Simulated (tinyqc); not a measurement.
Gated two-dimensional channel with two bands, quantum capacitance: one step of the calculation.

phi is the Fermi level above the lowest band edge, in volts; Vg is counted from the gate voltage at which an empty channel would have phi = 0. The channel has no thickness; trap charge is -q Dit phi.

Question. New phi. D1 = gv md m0 q/(pi hbar^2), D2 = g2 m2 m0 q/(pi hbar^2) per eV; n1 = D1 Vt ln(1 + exp(phi/Vt)), n2 = D2 Vt ln(1 + exp((phi - E2)/Vt)), n = n1 + n2; Cq = q dn/dphi = q [D1/(1 + exp(-phi/Vt)) + D2/(1 + exp((E2 - phi)/Vt))]. Newton: f = phi + q (n + Dit phi)/Cox - Vg, phi(new) = phi - f/(1 + (Cq + q Dit)/Cox).

Inputs (values chosen for the exercise); lowest band close to that of a thin InAs body: temperature T = 300 K; in-plane mass md = 0.0366 m0; valley degeneracy gv = 1; in-plane mass of a second band, chosen freely m2 = 0.055 m0; valley degeneracy of that band, chosen freely g2 = 1; second band edge above the first E2 = 0.36 eV; density of traps Dit = 0 cm^-2 eV^-1; gate voltage Vg = 0.78 V.

Constants: q = 1.602176634e-19 C, kB = 1.380649e-23 J/K, hbar = 1.054571817e-34 J s, m0 = 9.1093837015e-31 kg, Vt = kB T/q. Results are converted to the units shown.

phi at the start = 0.01 V
Cox = 1.5013623 uF/cm^2

Find: n1; n2; Cq; f; phi after iteration 1.

Answer.

n1 = 3.578e11 cm^-2
n2 = 7.835e5 cm^-2
Cq = 1.459 uF/cm^2
f = -0.7318 V
phi after iteration 1 = 0.3812 V

Program tinyqc, `OMP_NUM_THREADS=1 python tinyqc.py 2200037 2200038 out.jsonl`; Intel Xeon 2.30GHz, shared host, one thread, about 0.01 s.
